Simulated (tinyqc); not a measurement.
Worked calculation: sp3 tight binding, zinc-blende lattice. One step of it, computed by the program tinyqc.

Problem. Levels at k. Diagonalise the Hermitian matrix.

H(k) at k (eV), order a s, a px, a py, a pz, c s, c px, c py, c pz:
```
[[-13.240000, 0.000000, 0.000000, 0.000000, -11.707128-2.317291i, 3.450991+4.526321i, 2.973237+5.253632i, -2.676859-5.835307i],
 [0.000000, -6.870000, 0.000000, 0.000000, -3.450991-4.526321i, 4.515606+0.893812i, -3.401747-7.415497i, 3.778385+6.676305i],
 [0.000000, 0.000000, -6.870000, 0.000000, -2.973237-5.253632i, -3.401747-7.415497i, 4.515606+0.893812i, 4.385513+5.752041i],
 [0.000000, 0.000000, 0.000000, -6.870000, 2.676859+5.835307i, 3.778385+6.676305i, 4.385513+5.752041i, 4.515606+0.893812i],
 [-11.707128+2.317291i, -3.450991+4.526321i, -2.973237+5.253632i, 2.676859-5.835307i, -13.240000, 0.000000, 0.000000, 0.000000],
 [3.450991-4.526321i, 4.515606-0.893812i, -3.401747+7.415497i, 3.778385-6.676305i, 0.000000, -6.870000, 0.000000, 0.000000],
 [2.973237-5.253632i, -3.401747+7.415497i, 4.515606-0.893812i, 4.385513-5.752041i, 0.000000, 0.000000, -6.870000, 0.000000],
 [-2.676859+5.835307i, 3.778385-6.676305i, 4.385513-5.752041i, 4.515606-0.893812i, 0.000000, 0.000000, 0.000000, -6.870000]]
```

Give: eigenvalues; weights |c|^2 of the basis functions.

Solution.

eigenvalues (eV): [-29.254, -23.179, -18.433, -17.983, 2.532, 4.224, 4.663, 9.730]

weights |c|^2 of the basis functions, order a s, a px, a py, a pz, c s, c px, c py, c pz:
```
[[0.395, 0.146, 0.001, 0.001, 0.372, 0.001, 0.001, 0.082],
 [0.029, 0.131, 0.312, 0.013, 0.054, 0.020, 0.296, 0.144],
 [0.035, 0.117, 0.153, 0.180, 0.039, 0.159, 0.178, 0.139],
 [0.041, 0.106, 0.033, 0.305, 0.035, 0.320, 0.025, 0.135],
 [0.395, 0.146, 0.001, 0.001, 0.372, 0.001, 0.001, 0.082],
 [0.029, 0.131, 0.312, 0.013, 0.054, 0.020, 0.296, 0.144],
 [0.035, 0.117, 0.153, 0.180, 0.039, 0.159, 0.178, 0.139],
 [0.041, 0.106, 0.033, 0.305, 0.035, 0.320, 0.025, 0.135]]
```
